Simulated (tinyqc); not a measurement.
Floating body of a partially depleted SOI transistor: body voltage and kink: two steps of the calculation.

Source at 0 V. Channel current Ic = 2 nf K Vt^2 [F(0) - F(Vd)](1 + la Vd), F(V) = ln^2(1 + exp((Vg - VT - nf V)/(2 nf Vt))), VT = VT0 - gb Vb. Saturation voltage Vs = 2 Vt sqrt(F(0)) + 3 Vt, excess Ve = (Vd - Vs + sqrt((Vd - Vs)^2 + 0.0004 V^2))/2, multiplication M1 = Ai Ve exp(-Bl/Ve). Each junction passes D(v) = J1 (exp(v/Vt) - 1) + J2 (exp(v/(2 Vt)) - 1). Bipolar current Ib = bb J1 (exp(Vb/Vt) - 1). The body settles where M1 (Ic + Ib) = D(Vb) + D(Vb - Vd) + Vb/Rb; drain current Id = (1 + M1)(Ic + Ib) - D(Vb - Vd).

Parameters, values chosen for the exercise; values of the order met in partially depleted silicon-on-insulator transistors: temperature T = 300 K; threshold at zero body voltage VT0 = 0.5 V; fall of the threshold per volt of body voltage gb = 0.22; slope factor nf = 1.48; gain factor per width K = 210 uA/(V^2 um); channel-length modulation factor la = 0.05 1/V; impact-ionisation prefactor Ai = 3.17 1/V; impact-ionisation voltage Bl = 6.9 V; diffusion saturation current of each junction J1 = 1.3e-12 uA/um; recombination saturation current of each junction J2 = 3.8e-8 uA/um; gain of the lateral bipolar transistor on the diffusion current bb = 0.5; resistance of a weak body tie to the source (1e9 stands for no tie, and the term is then dropped) Rb = 7e5 kohm um; gate voltage Vg = 0.7 V; drain voltage Vd = 1.7 V.

Constants: q = 1.602176634e-19 C, kB = 1.380649e-23 J/K, Vt = kB T/q. Results are converted to the units shown.

Task 1. New Vb. Current into the body I_in = M1 (Ic + Ib) - D(Vb - Vd), current out I_out = D(Vb) + Vb/Rb; f = ln(I_in/I_out), s = df/dVb by central differences over 1e-5 V, Vb(new) = Vb - f/s.

Vb after iteration 1 = 0.67060985 V

Find: Ic; Ve; M1; I_in; I_out; f; s; Vb after iteration 2.

Result 1.

Ic = 9.341 uA/um
Ve = 1.387 V
M1 = 0.03040
I_in = 0.2876 uA/um
I_out = 0.2570 uA/um
f = 0.1126
s = -36.22 1/V
Vb after iteration 2 = 0.6737 V

Task 2. Drain current with floating and with grounded body. Id and VT at the converged Vb, Id at Vb = 0, their ratio, and the bipolar share Ib/(Ic + Ib).

converged Vb = 0.67371680 V

Give: VT; Id, floating; Id, grounded; ratio; bipolar share.

Result 2.

VT = 0.3518 V
Id, floating = 9.801 uA/um
Id, grounded = 3.394 uA/um
ratio = 2.888
bipolar share = 1.421 %

The body rises to 0.674 V and lowers the threshold by 148 mV.

Range of the model: The multiplication law is an empirical form chosen for the exercise; self-heating and capacitive coupling to the body are left out, and the linear laws are rough once Vb passes about 0.7 V or M1 about 0.1.

Numbers from tinyqc (`OMP_NUM_THREADS=1 python tinyqc.py 2182253 2182254 out.jsonl`; about 0.2 s on one thread of a shared Intel Xeon 2.30GHz).
